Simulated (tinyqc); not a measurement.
Reverse leakage of an n+-p junction: diffusion, generation, trap-assisted and band-to-band tunnelling: one step of the calculation.

One-sided abrupt junction in the depletion approximation, x from the junction (0) to W on the p side, field F = F0 (1 - x/W). Flat quasi-Fermi levels, long p side. Traps generate through SRH with both lifetimes shortened by 1 + Gamma (Hurkx enhancement, form for moderate fields); band-to-band generation is local and needs a total bending above Eg.

Question. Field, scales and diffusion current. ni = sqrt(Nc Nv) exp(-Eg/(2 Vt)), Eg in volts; Vbi = Vt ln(Na Nd/ni^2); W = sqrt(2 eps0 eps_r (Vbi + VR)/(q Na)); F0 = 2 (Vbi + VR)/W; FG = sqrt(24 mt m0 (kB T)^3)/(q hbar); J_diff = q ni^2 sqrt(Dn/tau)(1 - exp(-VR/Vt))/Na.

Parameters, values chosen for the exercise; band and dielectric values close to those of gallium arsenide: temperature T = 250 K; band gap Eg = 1.41 eV; relative permittivity eps_r = 13; conduction-band density of states at T Nc = 3.29e17 cm^-3; valence-band density of states at T Nv = 6.91e18 cm^-3; acceptor density of the lighter side Na = 3.6e16 cm^-3; donor density of the heavier side Nd = 5e19 cm^-3; SRH lifetime of both carriers at zero field tau = 8e-6 s; tunnelling mass mt = 0.087 m0; electron diffusion coefficient on the lighter side Dn = 3.4 cm^2/s; reverse bias VR = 2.1 V.

Constants: q = 1.602176634e-19 C, kB = 1.380649e-23 J/K, hbar = 1.054571817e-34 J s, m0 = 9.1093837015e-31 kg, Vt = kB T/q, eps0 = 8.8541878128e-14 F/cm where lengths are in cm. Results are converted to the units shown.

Wanted: ni; Vbi; W; F0; FG; J_diff.

Answer.

ni = 9250 cm^-3
Vbi = 1.405 V
W = 374.0 nm
F0 = 187.4 kV/cm
FG = 165.5 kV/cm
J_diff = 2.483e-25 A/cm^2

Range of the model: The n+ side is degenerate, so Vbi from Boltzmann statistics is only a guide.

tinyqc, about 0.01 s, one thread, Intel Xeon 2.30GHz (shared host): `OMP_NUM_THREADS=1 python tinyqc.py 2290049 2290050 out.jsonl`
